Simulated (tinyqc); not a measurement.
From results back to parameters: Wannier-Stark ladder of a miniband. Two cases, with inputs chosen for the exercise.

Problem. The lines of a Wannier-Stark ladder are spaced by e F d, and the strengths of the lines j = 1 and j = 0 stand as J_1(x)^2/J_0(x)^2 with x = W/(2 e F d) below the first zero of J_0, 2.405; 1 kV/cm = 0.01 meV/angstrom. Both were computed from hidden F and W.

Find: F; x; W.

Method. J_1/J_0 rises steadily from 0 to infinity on that interval, so the ratio fixes x, and W = 2 x e F d.

Case 1.

Values chosen (out of a larger set: near those of a GaAs/AlGaAs superlattice; not measured data): d = 77 angstrom (period).

spacing = 6.776 meV
ratio = 9.45188

Solution.

F = 8.80 kV/cm
x = 2.066
W = 28.0 meV

Case 2.

Values chosen (out of a larger set: near those of a GaAs/AlGaAs superlattice; not measured data): d = 65 angstrom (period).

spacing = 16.900 meV
ratio = 1.31879

Solution.

F = 26.0 kV/cm
x = 1.538
W = 52.0 meV

Computed by tinyqc, one run a case: `OMP_NUM_THREADS=1 python tinyqc.py N N+1 out.jsonl` with N = 1281360, 1281460; one thread of a shared Intel(R) Xeon(R) Processor @ 2.30GHz, about 0.01 s a run at most.
